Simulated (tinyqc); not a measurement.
Space-charge-limited current through a thin insulating or semi-insulating film with traps. Which input was changed? Computed by tinyqc, a small Python program. Command: `OMP_NUM_THREADS=1 python tinyqc.py 3023516 3023517 out.jsonl sclc which`. One thread of a shared host (Intel(R) Xeon(R) Processor @ 2.30GHz), about 0.04 s of CPU time with the checks.

One ohmic injecting contact at x = 0 (field zero), drift only, non-degenerate free carriers.

Inputs (values chosen for the exercise, modelled on an amorphous oxide semiconductor): permittivity eps = 10; band mobility mu = 12 cm^2/(V s); effective density of states N_c = 5.2e+18 1/cm^3; trap density N_t = 4.1e+16 1/cm^3; equilibrium Fermi level below the band edge, E_0 = 0.56 eV; thickness d = 180 nm; free density at the anode, in units of N_c = 1.6e-08; temperature T = 250 K; characteristic temperature T_c = 700 K.

Traps: exponential tail.

Constants: k_B = 8.617333262e-05 eV/K; e = 1.602176634e-19 C; eps_0 = 8.8541878128e-12 F/m.

Method:
- Free density n_0 = N_c exp(-E_0/k_B T) in equilibrium; trapped density n_t(n) = N_t (n/N_c)^(T/T_c) (the low-temperature form).
- theta = n/(n + n_t) at the anode density; trap-filled-limit voltage V_TFL = e (N_t - n_t(n_0)) d^2/(2 eps eps_0).
- J = e mu n F and (eps eps_0/e) dF/dx = n - n_0 + n_t(n) - n_t(n_0) = rho(n). With F = J/(e mu n): d = (eps eps_0 J/(e^2 mu)) I_1 and V = (eps eps_0 J^2/(e^3 mu^2)) I_2, I_k = int_(n_L)^infinity dn/(n^(k+1) rho(n)), n_L the density at the anode; with u = n_L/n, 200 Gauss-Legendre points in t, u = 1 - (1 - t)^2.
- Anode field J/(e mu n_L); Mott-Gurney current (9/8) eps eps_0 mu V^2/d^3; ohmic current e n_0 mu V/d.

Question. One of these inputs alone was changed, within the range given: band mobility mu (6 to 24); trap density N_t (2.05e+16 to 8.2e+16); thickness d (90 to 360); free density at the anode, in units of N_c (8e-09 to 3.2e-08). Which one, and to what value?

Results:
```
run     current density J (A/cm^2)  voltage V (V)        theta
before                4.561713e-05    0.002970678  0.001233237
after                 3.371866e-05    0.002970678  0.001233237
```

Answer.

Each candidate set to reproduce current density J, and what it then gives:
```
candidate                                        range searched  value needed  voltage V (V)      theta
band mobility mu (cm^2/(V s))                           6 to 24         8.870      0.0029707  0.0012332
trap density N_t (1/cm^3)                   2.05e+16 to 8.2e+16      3.028e16      0.0021963  0.0016691
thickness d (nm)                                      90 to 360         133.0      0.0016231  0.0012332
free density at the anode, in units of N_c     8e-09 to 3.2e-08      1.285e-8      0.0027360  0.0010710
```

Only band mobility mu fits every result: it went from 12 to 8.87 cm^2/(V s). The next best candidate, free density at the anode, in units of N_c, misses one result by 13 %.

Caution: V is below 10 k_B T/e, where diffusion from the contact, left out here, dominates.
